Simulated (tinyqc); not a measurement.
## Deep-level transient spectroscopy: the DLTS spectrum

Schottky contact on an n-type layer with shallow donors Nd (all ionised) and a donor-like deep trap, neutral when filled and positive when empty; depletion approximation. Traps within lam of the depletion edge stay filled. A long pulse to Vp fills the traps beyond x1 = Wp - lam; back at Vr those between x1 and x2 = Wr - lam emit. A rate window reads S = C(t2) - C(t1).

Emission rate en = sn vth(T) Nc(T) exp(-Et/kB T) = sn g T^2 exp(-Et/kB T), g = vth Nc/(300 K)^2, as vth goes as T^0.5 and Nc as T^1.5 (degeneracy factor 1). lam = sqrt(2 eps0 eps_r (EF - ET)/(q Nd)), EF - ET = Et - (kB T/q) ln(Nc(T)/Nd), Nc(T) = Nc (T/300 K)^1.5. In the steady state at the band bending V, 2 eps0 eps_r V/q = Nd W^2 + Nt (W - lam)^2 (the second term only if W > lam). W(t)^2 = Wr^2 + (Nt/Nd)(x2^2 - x1^2) exp(-en t), C = eps0 eps_r/W; for small Nt, dC/C = -(Nt/2 Nd) G exp(-en t) with G = (x2^2 - x1^2)/Wr^2. For an exponential transient S peaks where en = ew = ln(t2/t1)/(t2 - t1).

Values chosen for this exercise; material values close to those of gallium nitride:
- eps_r = 9.62 (relative permittivity)
- Nc = 2.27e18 cm^-3 (conduction-band density of states at 300 K)
- vth = 2.6e7 cm/s (thermal velocity at 300 K)
- Nd = 1.6e15 cm^-3 (shallow donor density)
- Vbi = 1.02 V (built-in voltage)
- Et = 0.16 eV (depth of the trap below the conduction edge)
- sn = 4.4e-14 cm^2 (capture cross-section)
- Nt = 7.5e12 cm^-3 (trap density)
- Vr = 9.9 V (reverse bias)
- Vp = 0 V (reverse bias during the filling pulse)
- t1 = 5 ms (first sampling time)
- t2 = 50 ms (second sampling time)

Constants: q = 1.602176634e-19 C, kB = 1.380649e-23 J/K, eps0 = 8.8541878128e-14 F/cm where lengths are in cm. Results are converted to the units shown.

Result of one run:
```
en (1/s)  S (pF/cm^2)
11.177         2.0953
```

Which temperature of the transient T gave this result: 79, 84, 90, 95 or 98 K?

T = 79 K.

The whole series:
```
T (K)  en (1/s)  S (pF/cm^2)
71      0.63897      0.15763
73       1.3828      0.33460
76       4.0905      0.92146
79       11.177       2.0953
82       28.453       3.5197
84       51.191       3.9224
87       117.68       3.1164
90       256.50       1.5680
93       532.83      0.39461
95       846.47     0.082341
98       1638.5    0.0015716
101      3055.2    1.3202e-6
```

S goes from 0.158 through a maximum of 3.92 (at T = 84 K among the rows listed) to 1.32e-6 pF/cm^2; en equals ew = 51.2 1/s at 84.00 K. Colder, the trap has hardly emitted by t2; warmer, it is empty before t1. Rows above half of the largest S span 79 to 87 K. In every row T is below 110 K, where shallow donors begin to freeze out; the model keeps them ionised.

Numbers from tinyqc (`OMP_NUM_THREADS=1 python tinyqc.py 2050025 2050026 out.jsonl`; about 0.01 s on one thread of a shared Intel Xeon 2.30GHz).
